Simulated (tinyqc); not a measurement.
Threshold of a short bulk MOSFET: charge sharing, barrier lowering, narrow width: two steps of the calculation.

n-channel device on a p-type body, depletion approximation, full ionisation. Uniform doping N = Na. Vbi from Boltzmann statistics is rough for the degenerate source. Cox = eps0 eox/tox.

Parameters, values chosen for the exercise; band and dielectric values close to those of silicon:
- T = 300 K (temperature)
- Eg = 1.11 eV (band gap)
- eps_r = 11.9 (relative permittivity)
- Nc = 2.79e19 cm^-3 (conduction-band density of states at T)
- Nv = 2.65e19 cm^-3 (valence-band density of states at T)
- eox = 7.43 (relative permittivity of the gate insulator (close to silicon nitride))
- tox = 8.6 nm (insulator thickness)
- Na = 6.8e17 cm^-3 (channel doping)
- Nsd = 1e20 cm^-3 (source and drain doping)
- Vfb = -0.8 V (flat-band voltage for the doping Na)
- xj = 11 nm (junction depth)
- Vbs = 0 V (body-source voltage)
- Vds = 0.05 V (drain-source voltage)
- W = 500 nm (gate width)
- xw = 1.5708 (shape factor of the fringing depletion at the width edges)
- L = 220 nm (channel length)

Constants: q = 1.602176634e-19 C, kB = 1.380649e-23 J/K, Vt = kB T/q, eps0 = 8.8541878128e-14 F/cm where lengths are in cm. Results are converted to the units shown.

Task 1. Long-channel threshold and scales. ni = sqrt(Nc Nv) exp(-Eg/(2 Vt)), Eg in volts; 2 pB = 2 Vt ln(N/ni); flat band Vfb - Vt ln(N/Na); Wd = sqrt(2 eps0 eps_r (2 pB - Vbs)/(q N)); body term q N Wd/Cox; long-channel VT0 = flat band + 2 pB + body term; Vbi = Vt ln(N Nsd/ni^2); scale length l = sqrt((eps_r/eox) tox Wd).

Give: N; 2 pB; flat band; Wd; body term; VT0; Vbi; l.

Result 1.

N = 6.8000e17 cm^-3
2 pB = 0.91929 V
flat band = -0.80000 V
Wd = 42.168 nm
body term = 0.60056 V
VT0 = 0.71985 V
Vbi = 1.0483 V
l = 24.100 nm

Task 2. Short-channel and narrow-width shifts. Charge sharing (trapezoid; it ignores Vds): F = (xj/L)(sqrt(1 + 2 Wd/xj) - 1), lowering = body term times F. Barrier lowering: th = exp(-L/(2 l)) + 2 exp(-L/l), lowering = th [2 (Vbi - 2 pB) + Vds], DIBL = th. Narrow width: rise = body term times xw Wd/W. VT by each model = VT0 - lowering + rise.

2 pB = 0.91928731 V
Wd = 42.167594 nm
body term = 0.60056364 V
VT0 = 0.71985095 V
Vbi = 1.0483103 V
l = 24.100037 nm

Give: F; lowering by charge sharing; th; lowering of the barrier; DIBL; narrow-width rise; VT, charge sharing; VT, barrier lowering.

Result 2.

F = 0.09720
lowering by charge sharing = 58.37 mV
th = 0.01063
lowering of the barrier = 3.276 mV
DIBL = 10.63 mV/V
narrow-width rise = 79.56 mV
VT, charge sharing = 0.7410 V
VT, barrier lowering = 0.7961 V

L is 9.13 scale lengths. The charge-sharing lowering is 17.8 times the barrier lowering; the first falls off as 1/L and the second exponentially. Both describe the same loss of gate control, so they are alternatives and are not added.

Program tinyqc, `OMP_NUM_THREADS=1 python tinyqc.py 2002037 2002038 out.jsonl`; Intel Xeon 2.30GHz, shared host, one thread, about 0.01 s.
